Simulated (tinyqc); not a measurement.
Band bending at a free surface with one surface level, surface photovoltage and Kelvin probe: two steps of the calculation.

n-type bulk, xi = Ec - EF = Vt ln(Nc/Nd), p0 = ni^2/Nd, ni = sqrt(Nc Nv) exp(-Eg/(2 Vt)), Eg in volts. b is the upward band bending, u = b/Vt. Space charge per area, in units of q: Qc = sign(b) sqrt((2 eps0 eps_r Vt/q) [(Nd + dn)(exp(-u) - 1) + Nd u + (p0 + dn)(exp(u) - 1)]), with dn the excess density under light (flat quasi-Fermi levels; 0 in the dark). The level holds -Ns f, f = 1/(1 + exp((xi + b - Es)/Vt)). Neutrality: Qc + Qf + (charge of the states) = 0.

Values chosen for this exercise; band and dielectric values close to those of gallium nitride:
```
symbol,value,unit,meaning
T,300,K,temperature
Eg,3.33,eV,band gap
eps_r,9.61,,relative permittivity
Nc,2.26e18,cm^-3,conduction-band density of states at T
Nv,4.64e19,cm^-3,valence-band density of states at T
chi,4.11,eV,electron affinity
Nd,4.3e16,cm^-3,donor density
Qf,0,cm^-2,fixed positive charge at the surface
pt,4.49,eV,work function of the probe tip
Ns,1.3e12,cm^-2,density of an acceptor-like surface level
Es,0.81,eV,its depth below the conduction edge
```

Constants: q = 1.602176634e-19 C, kB = 1.380649e-23 J/K, Vt = kB T/q, eps0 = 8.8541878128e-14 F/cm where lengths are in cm. Results are converted to the units shown.

Problem 1. Bulk quantities. xi, ni, p0, the Debye length sqrt(eps0 eps_r Vt/(q Nd)) and the flat-band work function chi + xi.

Wanted: xi; ni; p0; Debye length; chi + xi.

Solution 1.

xi = 0.1024 eV
ni = 1.095e-9 cm^-3
p0 = 2.790e-35 cm^-3
Debye length = 17.87 nm
chi + xi = 4.212 eV

Problem 2. Work function and Kelvin-probe reading. Work function chi + xi + b; contact potential difference CPD = (work function of the sample) - pt. Depth of EF below Ec at the surface: xi + b. Depletion width Qc/Nd.

converged b = 0.71470785 V

Wanted: xi + b; Qc; Qc/Nd; work function; CPD.

Solution 2.

xi + b = 0.81713 eV
Qc = 5.6091e11 cm^-2
Qc/Nd = 130.44 nm
work function = 4.9271 eV
CPD = 437.13 mV

The level is 43.1 % filled: the Fermi level is pinned at it.

tinyqc, about 0.01 s, one thread, Intel Xeon 2.30GHz (shared host): `OMP_NUM_THREADS=1 python tinyqc.py 2430039 2430040 out.jsonl`
